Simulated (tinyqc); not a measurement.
Changing the backscatter ratio eta: electron-beam lithography: double-Gaussian proximity function, edge placement and dose correction for parallel lines. Computed by tinyqc, a small Python program. Command: `OMP_NUM_THREADS=1 python tinyqc.py 3112148 3112149 out.jsonl proximity sweep`. One thread of a shared host (Intel(R) Xeon(R) Processor @ 2.30GHz), about 0.01 s of CPU time with the checks.

Lines are infinitely long. Absorbed energy is counted so that the middle of a very large area written at dose 1 receives 1; the resist develops where it exceeds 1/2.

Inputs (values chosen for the exercise, of the order of those for 20 keV electrons in resist on silicon):

| quantity | value | unit |
|---|---|---|
| forward range alpha | 0.0085 | micrometre |
| backscatter range beta | 2.3 | micrometre |
| base dose D0 | 56 | microcoulomb/cm^2 |
| width of the test line | 0.063 | micrometre |
| pattern density around the test line | 0.51 | - |

line widths (micrometre): 0.078  0.3  0.03  0.06  0.52

gaps between the lines (micrometre): 0.76  0.17  0.31  0.1

Method:
- The first line starts at x = 0; each next one starts after the width and the gap.
- f(r) = [exp(-r^2/alpha^2)/alpha^2 + eta exp(-r^2/beta^2)/beta^2]/(pi (1 + eta)). A line from a to b at dose d gives E(x) = d [S(alpha) + eta S(beta)]/(1 + eta), S(s) = [erf((b - x)/s) - erf((a - x)/s)]/2.
- M_ij is the mean of E at the two edges of line i from line j at dose 1.
- Uncorrected edge energies are M 1. Solve M d = 1/2 for the doses d that put the mean edge energy of every line at the threshold.
- A test line of width w << beta in surroundings of density rho, all at dose d: near its edge E(x) = d [S + eta rho]/(1 + eta), S = [erf((b - x)/alpha) - erf((a - x)/alpha)]/2 for edges a and b, the second term being the background energy. Dose to size d_s = (1 + eta)/(erf(w/alpha) + 2 eta rho), dose = d_s D0; edge slope d [1 - exp(-w^2/alpha^2)]/(sqrt(pi) alpha (1 + eta)); width change per 1 % of dose = 2 x 0.01 x (1/2)/slope.

One run for each value:

| backscatter ratio eta | largest over smallest dose | dose to size d_s | width change per 1 % of dose (nm) |
|---|---|---|---|
| 0.1 | 1.0140 | 0.99819 | 0.16603 |
| 0.3 | 1.0420 | 0.99541 | 0.19676 |
| 0.5 | 1.0701 | 0.99338 | 0.22749 |
| 0.7 | 1.0983 | 0.99183 | 0.25823 |
| 0.9 | 1.1266 | 0.99062 | 0.28896 |
| 1.1 | 1.1550 | 0.98963 | 0.31970 |
| 1.3 | 1.1835 | 0.98882 | 0.35043 |
| 1.5 | 1.2121 | 0.98814 | 0.38117 |
| 1.7 | 1.2407 | 0.98756 | 0.41190 |

What does the table show?

Over the rows, largest over smallest dose rises from 1.01 to 1.24 (exponent d ln y / d ln x 0.025 between the first rows and 0.19 between the last); dose to size d_s falls from 0.9982 to 0.9876 (exponent d ln y / d ln x -0.0025 between the first rows and -0.0047 between the last); width change per 1 % of dose (nm) rises from 0.166 to 0.412 (exponent d ln y / d ln x 0.15 between the first rows and 0.62 between the last).

Extremes, crossings and ranges named in words are read from the listed rows.
